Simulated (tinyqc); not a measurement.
From results back to parameters: one-oscillator model of a band gap. Three cases, with inputs chosen for the exercise.

Problem. A gap follows E(T) = E0 - s1 t1/(exp(t1/T) - 1) with the zero-point term ZP = s1 t1/2, which scales as M^(-1/2). The shift of E0 on going from M to M + dM and the limiting slope at high T are given.

Find: sqrt(M/(M + dM)); ZP; t1.

Method. The shift is ZP (1 - sqrt(M/(M + dM))); then t1 = 2 ZP/s1.

Case 1.

Values chosen (out of a larger set: near those of GaP; not measured data): M = 50.28 u (mean atomic mass); dM = -2.82 u (change of the mean mass (not bounded by the natural isotopes)).

shift of E0 = -2.098318 meV
limiting slope s1 = 0.441 meV/K

Solution.

sqrt(M/(M + dM)) = 1.029281
ZP = 71.66 meV
t1 = 325 K

Case 2.

Values chosen (out of a larger set: near those of diamond; not measured data): M = 12.02 u (mean atomic mass); dM = 0.55 u (change of the mean mass (not bounded by the natural isotopes)).

shift of E0 = 6.499497 meV
limiting slope s1 = 0.565 meV/K

Solution.

sqrt(M/(M + dM)) = 0.977878
ZP = 293.80 meV
t1 = 1040 K

Case 3.

Values chosen (out of a larger set: near those of GaN; not measured data): M = 41.87 u (mean atomic mass); dM = -1.86 u (change of the mean mass (not bounded by the natural isotopes)).

shift of E0 = -3.908532 meV
limiting slope s1 = 0.566 meV/K

Solution.

sqrt(M/(M + dM)) = 1.022980
ZP = 170.08 meV
t1 = 601 K

Computed by tinyqc, one run a case: `OMP_NUM_THREADS=1 python tinyqc.py N N+1 out.jsonl` with N = 1881179, 1881215, 1881242; one thread of a shared Intel(R) Xeon(R) Processor @ 2.30GHz, about 0.01 s a run at most.
